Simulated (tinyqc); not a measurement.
From results back to parameters: Wannier-Stark ladder of a miniband. Three cases, with inputs chosen for the exercise.

Problem. The lines of a Wannier-Stark ladder are spaced by e F d, and the strengths of the lines j = 1 and j = 0 stand as J_1(x)^2/J_0(x)^2 with x = W/(2 e F d) below the first zero of J_0, 2.405; 1 kV/cm = 0.01 meV/angstrom. Both were computed from hidden F and W.

Case 1.

Values chosen (out of a larger set: near those of an InGaAs/InAlAs superlattice; not measured data): d = 67 angstrom (period).

spacing = 30.150 meV
ratio = 0.285922

Case 2.

Values chosen (out of a larger set: near those of an InGaAs/InAlAs superlattice; not measured data): d = 65 angstrom (period).

spacing = 17.550 meV
ratio = 3.52687

Case 3.

Values chosen (out of a larger set: near those of a non-polar GaN/AlGaN superlattice; not measured data): d = 56 angstrom (period).

spacing = 4.480 meV
ratio = 2.78493

Find: F; x; W.

Solution. J_1/J_0 rises steadily from 0 to infinity on that interval, so the ratio fixes x, and W = 2 x e F d.

Case 1.

F = 45.0 kV/cm
x = 0.945
W = 57.0 meV

Case 2.

F = 27.0 kV/cm
x = 1.852
W = 65.0 meV

Case 3.

F = 8.00 kV/cm
x = 1.786
W = 16.0 meV

Computed by tinyqc, one run a case: `OMP_NUM_THREADS=1 python tinyqc.py N N+1 out.jsonl` with N = 1282236, 1282367, 1282395; one thread of a shared Intel(R) Xeon(R) Processor @ 2.30GHz, about 0.01 s a run at most.
